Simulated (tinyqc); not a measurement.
Inside a calculation. Model: superjunction drift layer against a plain one, charge balance.

Numbers from tinyqc (`OMP_NUM_THREADS=1 python tinyqc.py 2590004 2590005 out.jsonl`; about 0.01 s on one thread of a shared Intel Xeon 2.30GHz). Printed values are rounded.

Alternating n and p pillars of equal width wp, doping N and length Lp. When depleted, the lateral field peaks at Ex = q N wp/(2 eps0 eps_r) at the pillar junctions and a uniform vertical field Ey is added; breakdown is taken where Ex^2 + Ey^2 = Ef^2. Only the n pillars conduct, narrowed by the zero-bias depletion. A first-order model: the field peaks at the pillar ends are left out.

Values chosen for this exercise; values close to those of 4H silicon carbide:
```
symbol,value,unit,meaning
eps_r,9.62,,relative permittivity of the semiconductor
E16,2.52,MV/cm,critical field at a doping of 1e16 cm^-3
mx,953,cm^2/(V s),mobility at low doping
mi,38.4,cm^2/(V s),mobility at high doping
Nr,2e17,cm^-3,reference doping of the mobility
BV,1800,V,wanted breakdown voltage
wp,0.8,um,width of each pillar
Ef,2.3,MV/cm,critical field inside the pillars
a,0.61,,lateral peak field as a share of Ef
Vb,2.8,V,built-in voltage of the pillar junctions
dl,8.1,%,charge imbalance (Nn - Np)/N
```

Constants: q = 1.602176634e-19 C, eps0 = 8.8541878128e-14 F/cm where lengths are in cm. Results are converted to the units shown.

## Iteration 1: doping of the plain drift layer

N at the start = 1e14 cm^-3

Ec(N) = E16 (N/1e16 cm^-3)^(1/8); N(new) = eps0 eps_r Ec(N)^2/(2 q BV).

Ec = 1.41710 MV/cm
N after iteration 1 = 2.96560e15 cm^-3

## Iteration 2: doping of the plain drift layer

As before.

Ec = 2.16478 MV/cm
N after iteration 2 = 6.92054e15 cm^-3

## Course of the iteration: doping of the plain drift layer

Stop when N changes by less than 1e8 cm^-3, or after 40 iterations.

Course of the iteration:
```
iteration   N (cm^-3)  |change| (cm^-3)
1          2.96560e15           2.87e15
2          6.92054e15           3.95e15
3          8.55356e15           1.63e15
4          9.01880e15           4.65e14
5          9.13901e15           1.20e14
6          9.16931e15           3.03e13
7          9.17690e15           7.59e12
8          9.17880e15           1.90e12
9          9.17928e15           4.75e11
10         9.17940e15           1.19e11
11         9.17943e15           2.97e10
12         9.17943e15            7.42e9
13         9.17944e15            1.85e9
14         9.17944e15            4.64e8
15         9.17944e15            1.16e8
16         9.17944e15            2.90e7
```

Converged in 16 iterations. At the end each change is about 0.25 times the one before: linear convergence.

## Thickness and resistance of the plain layer

N of the plain layer = 9.17944e15 cm^-3

Ec(N) = E16 (N/1e16 cm^-3)^(1/8), mu(N) = mi + (mx - mi)/(1 + (N/Nr)^0.9). W = 2 BV/Ec, Rsp = W/(q mu N).

mu = 899.232 cm^2/(V s)
W = 14.4394 um
Rsp = 1.09182 mohm cm^2

## Design of the pillars

Ex = a Ef gives N = 2 eps0 eps_r a Ef/(q wp); Ey = Ef sqrt(1 - a^2); Lp = BV/Ey; xd = sqrt(eps0 eps_r Vb/(q N)) on each side; Rsp = 2 Lp/(q mu(N) N (1 - 2 xd/wp)). mu(N) = mi + (mx - mi)/(1 + (N/Nr)^0.9).

N = 1.86471e17 cm^-3
Ey = 1.82252 MV/cm
Lp = 9.87642 um
xd = 0.0893470 um
Rsp = 0.166890 mohm cm^2

The pillars have an aspect ratio of 12.3. Their doping is 20.3 times, and their Rsp 0.153 times, that of the plain layer.

## Loss of breakdown voltage by imbalance

An imbalance dl leaves the mean net doping |dl| N/2, which tilts the vertical field by s = q |dl| N/(2 eps0 eps_r): BV(dl) = Ey Lp - s Lp^2/2, or Ey^2/(2 s) if the field reaches zero inside the pillar.

tilt s = 142.054 kV/(cm um)
BV(dl) = 1107.18 V
loss = 38.4901 %
